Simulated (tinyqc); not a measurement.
Inside a calculation: five-level k.p model folded onto the conduction band. Values are carried at full precision from step to step, so a last printed digit may differ when a step is redone from the rounded ones.

Second-order sums for the lowest conduction level at E: 1/m = 1 + Cm + (Ep/3)(2/E + 1/(E + Dso)) - (Ep2/3)(2/(E7 + D2 - E) + 1/(E7 - E)); g/2 = 1 + Cg - (Ep/3)(1/E - 1/(E + Dso)) - (Ep2/3)(1/(E7 - E) - 1/(E7 + D2 - E)). E is counted from the top of the valence band; E = Eg at the edge.

Constants: hbar^2/2m0 = 3.80998211 eV angstrom^2.

Inputs chosen for the exercise (near those of GaAs; not measured data):
- Eg = 1.51 eV (gap at Gamma to the s-like level)
- Dso = 0.339 eV (spin-orbit splitting)
- Ep = 25.6 eV (Kane energy)
- E7 = 4.61 eV (upper Gamma7 conduction level, from the valence top)
- D2 = 0.18 eV (its spin-orbit splitting, Gamma8 above Gamma7)
- Ep2 = 3.7 eV (Kane energy to the upper levels)
- Cm = -1 (remote term in 1/m)
- Cg = 0 (remote term in g/2)
- k = 0.081 1/angstrom (wave vector along z)

## Mass and g factor term by term

Evaluate at E = Eg.

Terms:
```
level           part of 1/m  part of g
free + remote        0.0000     2.0000
Gamma8 valence      11.3024   -11.3024
Gamma7 valence       4.6151     9.2302
Gamma8 upper        -0.7520     0.7520
Gamma7 upper        -0.3978    -0.7957
```

m = 0.0677 m0
g = -0.116

The valence levels give 15.92 to 1/m and the upper levels take 1.15 away. In g the two valence terms nearly cancel when Dso is small against Eg; here Dso/Eg = 0.22 and they leave -2.072, the upper pair -0.044. This nearly cancels the free value 2, so 5 % in Ep moves g by about 0.1.

## The matrix at one k

For k along z and one spin sector the level c couples to four states. With c0 = hbar^2/2m0, P = sqrt(Ep c0), P2 = sqrt(Ep2 c0): diagonal Eg + (1 + Cm) c0 k^2 for c, and 0, -Dso, E7 + D2, E7 for lh, so, G8 up, G7 up (their own dispersion is left out); couplings of c: sqrt(2/3) P k to lh, sqrt(1/3) P k to so, sqrt(2/3) P2 k to G8 up, sqrt(1/3) P2 k to G7 up (phases chosen real).

Fill in the matrix.

H (eV), lower triangle:
```
             c  lh        so    G8 up    G7 up
c      1.51000
lh     0.65316   0
so     0.46186   0  -0.33900
G8 up  0.24831   0         0  4.79000
G7 up  0.17558   0         0        0  4.61000
```

## Exact folding onto c

Solve E = H_cc + S(E), S(E) = sum_j H_cj^2/(E - H_jj), from E = H_cc, by plain substitution and by Newton steps on E - H_cc - S(E). The weight of c in the state is Z = 1/(1 - dS/dE). The exact level is the third eigenvalue of H from below.

Iterates (eV):
```
step  substitution   Newton
0          1.51000  1.51000
1          1.87915  1.80334
2          1.80072  1.81274
3          1.81501  1.81275
4          1.81232  1.81275
5          1.81283  1.81275
6          1.81273  1.81275
7          1.81275  1.81275
```

exact level = 1.81275 eV
Z = 0.8426

Substitution multiplies the error by about dS/dE = 1 - 1/Z = -0.187 a step, so it alternates; after 7 steps it is off by 2.7e-06 eV, while Newton is within 1e-5 eV from step 2 on.

## Loewdin series

Expanding E = H_cc + S(E) about Eg in powers of k^2, with s_n = sum_j H_cj^2/(Eg - H_jj)^n: order k^2: e2 = (1 + Cm) c0 k^2 + s1; order k^4: e4 = -s2 e2; order k^6: e6 = s3 e2^2 + s2^2 e2.

Give each order and the partial sums, counted from Eg.

s1 (eV), s2 (no unit), s3 (1/eV); (1 + Cm) c0 k^2 is H_cc - Eg: 0.36915  0.25844  0.15487

e2, e4, e6 (eV): 0.36915  -0.09540  0.04576

partial sums (eV): 0.36915  0.27375  0.31951

The exact value is 0.30275 eV; the errors of the partial sums are +66.40, -29.00 and +16.76 meV.

## Checks

- Curvature of the exact level at small k against the sum for 1/m: both 14.768.

Computed by tinyqc, a small Python program: `OMP_NUM_THREADS=1 python tinyqc.py 1050723 1050724 out.jsonl` (the numbers bound the seed that draws the inputs); one thread of a shared host (Intel(R) Xeon(R) Processor @ 2.30GHz), about 0.01 s for the whole set of steps.
